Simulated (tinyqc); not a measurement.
From results back to parameters: Kronig-Penney superlattice by transfer matrices. Three cases, with inputs chosen for the exercise.

Problem. The bottom of the first miniband was computed from a hidden barrier width b.

Wells (width a, potential 0, mass mw) alternate with barriers (width b, height V0, mass mb); period d = a + b; c = hbar^2/2m0. The vector (psi, psi'/m) is continuous, and a layer of thickness t carries it by M = [[cos kt, (m/k) sin kt], [-(k/m) sin kt, cos kt]] with k = sqrt(m (E - V)/c); for E < V, k = i kappa gives [[cosh, (m/kappa) sinh], [(kappa/m) sinh, cosh]] of kappa t. A Bloch state obeys cos(q d) = tr(Mb Mw)/2.

Constants: hbar^2/2m0 = 3.80998211 eV angstrom^2.

Case 1.

Values chosen (near those of a strained Si superlattice with barriers of SiGe; the results hold for these values, not for the real material): a = 14 angstrom (well width); V0 = 0.183 eV (barrier height); mw = 0.934 m0 (mass in the wells); mb = 0.972 m0 (mass in the barriers).

bottom of band 1 = 0.0507408 eV

Case 2.

Values chosen (near those of an InGaAs superlattice with barriers of InP; the results hold for these values, not for the real material): a = 82 angstrom (well width); V0 = 0.25 eV (barrier height); mw = 0.0408 m0 (mass in the wells); mb = 0.0829 m0 (mass in the barriers).

bottom of band 1 = 0.0447513 eV

Case 3.

Values chosen (near those of a non-polar GaN superlattice with barriers of AlN; the results hold for these values, not for the real material): a = 16 angstrom (well width); V0 = 1.819 eV (barrier height); mw = 0.195 m0 (mass in the wells); mb = 0.322 m0 (mass in the barriers).

bottom of band 1 = 0.3100201 eV

Find: k; kappa; tanh(kappa b/2); b.

Solution. At q = 0 the lowest state is even about the centres of well and barrier: cos(kz) joins cosh, so (k/mw) tan(k a/2) = (kappa/mb) tanh(kappa b/2), which gives b.

Case 1.

k = 0.11153 1/angstrom
kappa = 0.18369 1/angstrom
tanh(kappa b/2) = 0.6260
b = 8.0 angstrom

Case 2.

k = 0.02189 1/angstrom
kappa = 0.06683 1/angstrom
tanh(kappa b/2) = 0.8345
b = 36.0 angstrom

Case 3.

k = 0.12597 1/angstrom
kappa = 0.35712 1/angstrom
tanh(kappa b/2) = 0.9227
b = 9.0 angstrom

Computed by tinyqc, one run a case: `OMP_NUM_THREADS=1 python tinyqc.py N N+1 out.jsonl` with N = 1251433, 1251504, 1251505; one thread of a shared Intel(R) Xeon(R) Processor @ 2.30GHz, about 0.05 s a run at most.
